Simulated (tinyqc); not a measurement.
Resistance of a source-drain extension with a graded tip: two steps of the calculation.

y runs along the channel, the gate covers y > 0. The doping is N0 for y < y0 and N0 10^(-(y - y0)/la) beyond, uniform over the depth xj. Sheet conductance s(y) = q mu(N) max(N - Nch, 0) xj + (for y > 0) ma Cox Vo, with mu(N) = u0 + (u1 - u0)/(1 + (N/Nr)^au) and Cox = eps0 eox/tox. Current is taken as one-dimensional; depletion of the tip, spreading and the contact are left out. The metallurgical junction lies at yj, where N = Nch.

Parameters, values chosen for the exercise; mobility law close to that of electrons in silicon: relative permittivity of the gate insulator (close to silicon dioxide) eox = 3.9; insulator thickness tox = 3 nm; active doping of the extension far from the gate N0 = 1.8e20 cm^-3; lateral abruptness la = 4.6 nm/decade; position under the gate where the fall begins (gate edge at 0) y0 = 3 nm; depth of the extension xj = 16 nm; channel doping Nch = 4.3e17 cm^-3; gate overdrive Vo = 0.62 V; mobility of the gate-induced layer ma = 200 cm^2/(V s); mobility at low doping u1 = 1414 cm^2/(V s); mobility at high doping u0 = 68.5 cm^2/(V s); reference doping Nr = 9.2e16 cm^-3; exponent au = 0.711; gate length Lg = 90 nm.

Constants: q = 1.602176634e-19 C, eps0 = 8.8541878128e-14 F/cm where lengths are in cm. Results are converted to the units shown.

Problem 1. Sheet resistances and junction position. yj = y0 + la log10(N0/Nch); sheet resistance of the full extension 1/[q mu(N0)(N0 - Nch) xj] and of the gate-induced layer 1/(ma Cox Vo); metallurgical length Lg - 2 yj; ye is where the doped and the gate-induced conductances are equal.

Wanted: yj; sheet resistance of the extension; sheet resistance of the induced layer; metallurgical length; ye; N at ye.

Solution 1.

yj = 15.06 nm
sheet resistance of the extension = 291.1 ohm/square
sheet resistance of the induced layer = 7006 ohm/square
metallurgical length = 59.88 nm
ye = 10.58 nm
N at ye = 4.045e18 cm^-3

The gate takes over 4.48 nm before the junction, where N is still 9.41 times the channel doping.

Problem 2. Resistance of the overlapped part. Midpoint rule on 11 equal steps from 0 to yj: R_ov = sum h/s(y), per width.

Give: y; N; doped conductance; sheet resistance; R_ov.

Solution 2.

```
point   y (nm)  N (cm^-3)  doped conductance (uS)  sheet resistance (ohm/square)
0      0.68456  1.8000e20                  3434.9                         279.52
1       2.0537  1.8000e20                  3434.9                         279.52
2       3.4228  1.4567e20                  2814.9                         338.10
3       4.7919  7.3405e19                  1497.1                         609.80
4       6.1610  3.6991e19                  816.98                         1042.0
5       7.5301  1.8640e19                  460.43                         1657.9
6       8.8993  9.3934e18                  268.53                         2431.5
7       10.268  4.7336e18                  160.52                         3297.7
8       11.638  2.3854e18                  94.986                         4206.7
9       13.007  1.2020e18                  50.455                         5176.4
10      14.376  6.0574e17                  15.664                         6313.4
```

R_ov = 35.094 ohm um

Program tinyqc, `OMP_NUM_THREADS=1 python tinyqc.py 2282182 2282183 out.jsonl`; Intel Xeon 2.30GHz, shared host, one thread, about 0.03 s.
